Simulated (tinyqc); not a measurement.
From results back to parameters: thresholds of impact ionisation and Auger recombination from band masses. Five cases, with inputs chosen for the exercise.

Problem. For parabolic bands the thresholds of impact ionisation are Eg (1 + 2 mu)/(1 + mu) for electrons and Eg (2 + mu)/(1 + mu) for heavy holes, mu = me/mh. Both are given.

Find: Eg; mu.

Method. The sum is 3 Eg; mu = (E_e - Eg)/(2 Eg - E_e).

Case 1.

thresholds for electrons and holes (eV): 0.874793  1.498207

Solution.

Eg = 0.791 eV
mu = 0.1185

Case 2.

thresholds for electrons and holes (eV): 0.430984  0.790016

Solution.

Eg = 0.407 eV
mu = 0.0626

Case 3.

thresholds for electrons and holes (eV): 0.442496  0.808504

Solution.

Eg = 0.417 eV
mu = 0.0651

Case 4.

thresholds for electrons and holes (eV): 0.449320  0.825680

Solution.

Eg = 0.425 eV
mu = 0.0607

Case 5.

thresholds for electrons and holes (eV): 0.448910  0.820090

Solution.

Eg = 0.423 eV
mu = 0.0653

Computed by tinyqc, one run a case: `OMP_NUM_THREADS=1 python tinyqc.py N N+1 out.jsonl` with N = 1850493, 1850538, 1850587, 1850588, 1850590; one thread of a shared Intel(R) Xeon(R) Processor @ 2.30GHz, about 0.01 s a run at most.
